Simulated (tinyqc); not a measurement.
Threshold spread from leakage statistics.

Question. VT is Gaussian with standard deviation s and Ioff goes as exp(-VT/(n Vt)), so Ioff is log-normal: mean/median = exp(w^2/2) with w = s/(n Vt). Find w, s, the relative standard deviation sqrt(exp(w^2) - 1) and the share of devices that leak more than the mean, erfc(w/(2 sqrt(2)))/2.

Inputs (values chosen for the exercise): temperature T = 300 K; subthreshold factor n = 1.11.

Constants: q = 1.602176634e-19 C, kB = 1.380649e-23 J/K, Vt = kB T/q. Results are converted to the units shown.

mean/median of the off current = 2.0274522

Solution. w = sqrt(2 ln(mean/median)); the mean lies w/2 standard deviations out in ln Ioff.

w = 1.19
s = 34.1 mV
relative standard deviation = 1.76
share above the mean = 27.6 %

Program tinyqc, `OMP_NUM_THREADS=1 python tinyqc.py 2090102 2090103 out.jsonl`; Intel Xeon 2.30GHz, shared host, one thread, about 0.02 s.
